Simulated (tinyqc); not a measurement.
A chain with a side-coupled site and dephasing by Buettiker voltage probes: two steps of the calculation.

Sites 1 to 4 form a chain with hopping -t, and site 5 hangs on site 4 by -ts. Lead L joins site 1 and lead R site 4, both semi-infinite chains with hopping -t and site energy 0. Every site carries a probe with self-energy -i Gamma_p/2 that draws no net current. Linear response at zero temperature: mu_L = 1, mu_R = 0 in units of the bias.

Inputs (values chosen for the exercise):
```
symbol,value,unit,meaning
gp,0.89,eV,probe broadening Gamma_p
```

Constants: q = 1.602176634e-19 C, h = 6.62607015e-34 J s. Results are converted to the units shown.

Task 1. Transmissions between terminals. With Gamma the broadening by one lead, T_RL = Gamma^2 |G_(4,1)|^2, T_pL = Gamma Gamma_p |G_(p,1)|^2, T_pR = Gamma Gamma_p |G_(p,4)|^2, T_pq = Gamma_p^2 |G_(p,q)|^2 for p != q.

G (1/eV):
```
                         1                        2                        3                        4
1  -0.05070253-0.58988547i   0.28074671-0.35414836i   0.28615191-0.03085452i   0.10613570+0.18361443i
2   0.28074671-0.35414836i  -0.21398583-0.57332939i   0.16454154-0.35328910i   0.28713034+0.00550367i
3   0.28615191-0.03085452i   0.16454154-0.35328910i  -0.21300740-0.53697120i   0.29829592-0.30368230i
4   0.10613570+0.18361443i   0.28713034+0.00550367i   0.29829592-0.30368230i  -0.00465468-0.56340057i
5   0.00244609+0.09089547i   0.10707310+0.06079146i   0.17450844-0.05343495i   0.11346017-0.21325665i

                         5
1   0.00244609+0.09089547i
2   0.10707310+0.06079146i
3   0.17450844-0.05343495i
4   0.11346017-0.21325665i
5  -0.85570311-0.56840310i
```

Gamma = 1.4282857 eV

Wanted: T_RL; T_pL; T_pR; T_pq.

Result 1.

T_RL = 0.091757
T_pL, probe 1 to 5: [0.44559, 0.25962, 0.10530, 0.05718, 0.01051]
T_pR, probe 1 to 5: [0.05718, 0.10484, 0.23034, 0.40352, 0.07418]

T_pq:
```
         1        2        3        4        5
1  0.00000  0.16178  0.06561  0.03563  0.00655
2  0.16178  0.00000  0.12031  0.06533  0.01201
3  0.06561  0.12031  0.00000  0.14353  0.02638
4  0.03563  0.06533  0.14353  0.00000  0.04622
5  0.00655  0.01201  0.02638  0.04622  0.00000
```

Task 2. Probe potentials and effective transmission. No current into probe p: W mu = T_pL with W_pp = T_pL + T_pR + sum_q T_pq and W_pq = -T_pq. Then T_eff = T_RL + sum_p T_pR mu_p, and the resistance is (h/2q^2)/T_eff.

T_RL = 0.091757254
T_pL, probe 1 to 5: [0.44559185, 0.25962434, 0.10529761, 0.05717621, 0.01051003]
T_pR, probe 1 to 5: [0.05717621, 0.10483898, 0.23034109, 0.40352393, 0.07417506]

T_pq:
```
            1           2           3           4           5
1  0.00000000  0.16177833  0.06561354  0.03562790  0.00654906
2  0.16177833  0.00000000  0.12030978  0.06532775  0.01200843
3  0.06561354  0.12030978  0.00000000  0.14353121  0.02638366
4  0.03562790  0.06532775  0.14353121  0.00000000  0.04622031
5  0.00654906  0.01200843  0.02638366  0.04622031  0.00000000
```

Wanted: W; mu_p; T_eff; resistance.

Result 2.

W:
```
         1        2        3        4        5
1   0.7723  -0.1618  -0.0656  -0.0356  -0.0065
2  -0.1618   0.7239  -0.1203  -0.0653  -0.0120
3  -0.0656  -0.1203   0.6915  -0.1435  -0.0264
4  -0.0356  -0.0653  -0.1435   0.7514  -0.0462
5  -0.0065  -0.0120  -0.0264  -0.0462   0.1758
```

mu_p, probe 1 to 5: [0.7545, 0.6204, 0.3950, 0.2571, 0.2571]
T_eff = 0.4137
resistance = 31.20 kohm

tinyqc, about 0.01 s, one thread, Intel Xeon 2.30GHz (shared host): `OMP_NUM_THREADS=1 python tinyqc.py 2700004 2700005 out.jsonl`
